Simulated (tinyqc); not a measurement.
Donor in an ellipsoidal valley (Kohn-Luttinger variational method). From 1s binding energy, trial function back to dielectric constant eps. Computed by tinyqc, a small Python program. Command: `OMP_NUM_THREADS=1 python tinyqc.py 3028029 3028030 out.jsonl kohnlutt inv`. One thread of a shared host (Intel(R) Xeon(R) Processor @ 2.30GHz), about 0.1 s of CPU time with the checks.

H = -(d^2/dx^2 + d^2/dy^2) - gamma d^2/dz^2 - 2/r in units built on m_t, with gamma = m_t/m_l and z along the valley axis. One valley; no valley-orbit or central-cell term.

Inputs (values chosen for the exercise, modelled on silicon): transverse mass m_t = 0.195 m_0; longitudinal mass m_l = 0.92 m_0.

Constants: Ry = 13.605693123 eV; a_0 = 0.529177210903 angstrom.

Method:
- Ry* = Ry m_t/eps^2, a* = a_0 eps/m_t, gamma = m_t/m_l.
- Trial function exp(-sqrt((x^2 + y^2)/a^2 + z^2/b^2)) with beta = b/a < 1: E = t/a^2 - u/a, t = (2 + gamma/beta^2)/3, u = 2 arcsin(sqrt(1 - beta^2))/sqrt(1 - beta^2); the best a is 2 t/u and E(beta) = -u^2/(4 t).
- Golden-section search on beta from 0.05 to 0.999, 60 steps.

Question. A run gave the result below. Find the dielectric constant eps, known to lie between 8.6 and 16.

1s binding energy, trial function = 28.28049 meV

Answer.

Each step takes the trial c = (a f_b - b f_a)/(f_b - f_a), f being the result less the target and a, b, c the logarithms of the listed values; c replaces end b, the old b replaces a if the sign of f changed, and otherwise f_a is halved.

Scan of the range:
```
dielectric constant eps,"1s binding energy, trial function (meV)"
8.60,55.8911
9.54,45.4195
10.60,36.7898
11.70,30.1973
13.00,24.4598
14.40,19.9349
16.00,16.1473
```

False position (Illinois rule, in the logarithm of the input) inside the bracket:
```
step,end a,end b,trial,"1s binding energy, trial function (meV)"
1,11.7000,13.0000,12.1192,28.1446
2,11.7000,12.1192,12.0663,28.3918
3,12.1192,12.0663,12.0901,28.2802
4,12.0663,12.0901,12.0900,28.2805
5,12.0663,12.0900,12.0900,28.2805
6,12.0900,12.0900,12.0900,28.2805
```

1s binding energy, trial function falls at every point of a 13-point scan of the range (every second point is shown), so one value fits; it is bracketed by 11.7 and 13.0. The scan shows a pure power law with exponent -2.000, so scaling from any one row also gives the answer directly. Answer: dielectric constant eps = 12.09.
